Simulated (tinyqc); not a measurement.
Inputs raised by 2 %, one at a time: hydrogen passivation of interface dangling bonds: competing passivation and dissociation with distributed barriers. Computed by tinyqc, a small Python program. Command: `OMP_NUM_THREADS=1 python tinyqc.py 3001390 3001391 out.jsonl passiv sens`. One thread of a shared host (Intel(R) Xeon(R) Processor @ 2.30GHz), about 0.2 s of CPU time with the checks.

P_b + H2 gives P_bH + H at the rate k_f [H2]; P_bH gives P_b + H at the rate k_d. All defects start unpassivated. E_f and E_d are Gaussian and independent.

Inputs (values chosen for the exercise, close to those used for P_b centres at the silicon-oxide interface):
```
quantity                                      value          unit
defect density N0                             5e+11        1/cm^2
passivation prefactor k_f0                  5.6e-07        cm^3/s
mean passivation barrier E_f                   1.53            eV
spread sigma_f                                0.051            eV
dissociation prefactor k_d0                 2.8e+13           1/s
mean dissociation barrier E_d                  2.86            eV
spread sigma_d                                0.081            eV
H2 in the oxide per atm, solubility factor  1.5e+18  1/(cm^3 atm)
hydrogen pressure p                              10           atm
anneal temperature T                            400             C
anneal time t                                  6300             s
oxide thickness                                 1.8            nm
```

Constants: k_B = 8.617333262e-05 eV/K; e = 1.602176634e-19 C; eps_0 = 8.8541878128e-12 F/m.

Method:
- [H2] = solubility factor x p; a = k_f0 [H2] exp(-E_f/(k_B T)), d = k_d0 exp(-E_d/(k_B T)). For one pair of barriers the active share is y = [d + a exp(-(a + d) t)]/(a + d).
- Temperatures in kelvin are T(C) + 273.15.
- Average y over both Gaussians with 40 x 40 Gauss-Hermite points.
- Active density N0 y; threshold shift if each active defect holds one charge, e N0 y t_ox/(3.9 eps_0).
- Minimise the averaged y over T between 150 and 900 C: find where ln y is equal at T - 0.05 and T + 0.05 C; T is rounded to 0.1 C.

Runs:
```
input moved                             from         to  active share y  active share, single barriers  least active share  threshold shift (mV)
base run                                   -          -      1.4342e-09                     3.6759e-10          7.0028e-11            5.9890e-08
passivation prefactor k_f0 (cm^3/s)  5.6e-07  5.712e-07      1.4061e-09                     3.6038e-10          6.8015e-11            5.8716e-08
mean passivation barrier E_f (eV)       1.53     1.5606      2.4306e-09                     6.2295e-10          1.7007e-10            1.0150e-07
spread sigma_f (eV)                    0.051    0.05202      1.4568e-09                     3.6759e-10          7.6479e-11            6.0832e-08
dissociation prefactor k_d0 (1/s)    2.8e+13  2.856e+13      1.4629e-09                     3.7494e-10          7.1297e-11            6.1088e-08
spread sigma_d (eV)                    0.081    0.08262      1.4918e-09                     3.6759e-10          7.3453e-11            6.2296e-08
hydrogen pressure p (atm)                 10       10.2      1.4061e-09                     3.6038e-10          6.8015e-11            5.8716e-08
anneal time t (s)                       6300       6426      1.4342e-09                     3.6759e-10          6.9247e-11            5.9890e-08
```

Exponents ln(y'/y) / ln(x'/x):
```
input                         active share y  active share, single barriers  least active share  threshold shift
passivation prefactor k_f0            -1.000                         -1.000              -1.473           -1.000
mean passivation barrier E_f          26.639                         26.639              44.808           26.639
spread sigma_f                         0.788                          0.000               4.450            0.788
dissociation prefactor k_d0            1.000                          1.000               0.907            1.000
spread sigma_d                         1.989                          0.000               2.411            1.989
hydrogen pressure p                   -1.000                         -1.000              -1.473           -1.000
anneal time t                          0.000                          0.000              -0.566            0.000
```

Among the inputs moved here: active share y answers most in size to mean passivation barrier E_f (exponent +26.639), next to spread sigma_d (+1.989); its exponent is below 0.0005 for anneal time t. Its exponent +1.000 in dissociation prefactor k_d0: steady balance d/a. Its exponent -1.000 in hydrogen pressure p: steady balance d/a. Active share, single barriers answers most in size to mean passivation barrier E_f (exponent +26.639), next to passivation prefactor k_f0 (-1.000); its exponent is below 0.0005 for spread sigma_f, spread sigma_d, anneal time t. Least active share answers most in size to mean passivation barrier E_f (exponent +44.808), next to spread sigma_f (+4.450). Threshold shift answers most in size to mean passivation barrier E_f (exponent +26.639), next to spread sigma_d (+1.989); its exponent is below 0.0005 for anneal time t.

Caution (all rows): single-barrier shares below about 1e-3 are formal; measured passivation levels off well above them. Caution (all rows): densities below a few 1e9 per cm^2 are formal: other defects set the floor in real interfaces. Caution (all rows): a least active share below 1e-3 is a property of the model; measured passivation levels off well above it. Caution (all rows): atomic hydrogen, which both passivates and depassivates, and further passivation during cooling are left out.

Extremes, crossings and ranges named in words are read from the listed rows.
